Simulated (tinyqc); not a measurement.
# Worked calculation: thermoelectric coefficients of a parabolic band, Landauer integrals

Computed by the program tinyqc: `OMP_NUM_THREADS=1 python tinyqc.py 2800110 2800111 out.jsonl`, one thread of a shared Intel Xeon 2.30GHz, about 0.1 s for the whole run. Printed values are rounded.

Bulk parabolic band, x = (E - Ec)/kB T, C = hbar^2/(2 m0), kB T in eV. Modes per area gv m kB T x/(4 pi C) times the back-scattering length l0 x^rr give the transport function s0 X(x), s0 = (2 q^2/h) gv m kB T l0/(4 pi C), X = x^(1 + rr). I_k = int X (x - eta)^k w dx, w = 1/(4 cosh^2((x - eta)/2)).

Inputs (values chosen for the exercise): temperature T = 700 K; mass of one valley m = 0.3 m0; valleys gv = 6; back-scattering length at x = 1 l0 = 0.57 nm; energy exponent of that length rr = 1; lattice thermal conductivity kL = 0.38 W/(m K); reduced Fermi level (EF - Ec)/kB T eta = -0.9; lower end of the grid xa = 0; upper end of the grid xe = 12; points of the grid nE = 17.

Constants: q = 1.602176634e-19 C, kB = 1.380649e-23 J/K, hbar = 1.054571817e-34 J s, h = 6.62607015e-34 J s, m0 = 9.1093837015e-31 kg, Vt = kB T/q, hbar^2/(2 m0) = 0.0380998212 eV nm^2. Results are converted to the units shown.

Range of the model: Parabolic bands, elastic scattering and a fixed kL make these model figures, not those of a material.

## The three integrals on a coarse grid

Simpson's rule on nE equally spaced points from xa to xe.

```
point        x        X           w         X w
0       0.0000        0    0.205500           0
1       0.7500   0.5625    0.135153   0.0760235
2       1.5000     2.25   0.0762550    0.171574
3       2.2500  5.06250   0.0394028    0.199477
4       3.0000        9   0.0194467    0.175020
5       3.7500  14.0625  0.00938134    0.131925
6       4.5000    20.25  0.00447606   0.0906401
7       5.2500  27.5625  0.00212441   0.0585540
8       6.0000       36  0.00100576   0.0362073
9       6.7500  45.5625  4.75591e-4   0.0216691
10      7.5000    56.25  2.24766e-4   0.0126431
11      8.2500  68.0625  1.06197e-4  0.00722805
12      9.0000       81  5.01696e-5  0.00406374
13      9.7500  95.0625  2.36997e-5  0.00225295
14     10.5000  110.250  1.11952e-5  0.00123427
15     11.2500  126.562  5.28832e-6  6.69303e-4
16     12.0000      144  2.49804e-6  3.59717e-4
```

I_0, I_1, I_2 on this grid: 0.743580  2.98961  14.2301

Converged values are 0.74270, 2.9967 and 14.320; the grid is 0.12 % above the first and 0.63 % below the last.

## Coefficients of the electrons

converged I_0, I_1, I_2: 0.742704  2.99668  14.3199

sigma = s0 I_0, S = -(kB/q) I_1/I_0, Lorenz number L = (kB/q)^2 [I_2/I_0 - (I_1/I_0)^2], kappa_e = L sigma T.

s0 = 100.157 S/cm
sigma = 74.3868 S/cm
S = -347.695 uV/K
L = 2.22841 x 1e-8 V^2/K^2
kappa_e = 0.116035 W/(m K)

L is 8.8 % below the Sommerfeld value (pi^2/3)(kB/q)^2 = 2.443e-8 V^2/K^2. The non-degenerate form -(kB/q)(2 + rr - eta) gives -336 uV/K, 3.3 % below S in size.

## Power factor and figure of merit

Power factor S^2 sigma, ZT = S^2 sigma T/(kappa_e + kL).

power factor = 0.899274 mW/(m K^2)
ZT = 1.26905
electronic share of kappa = 23.3925 %
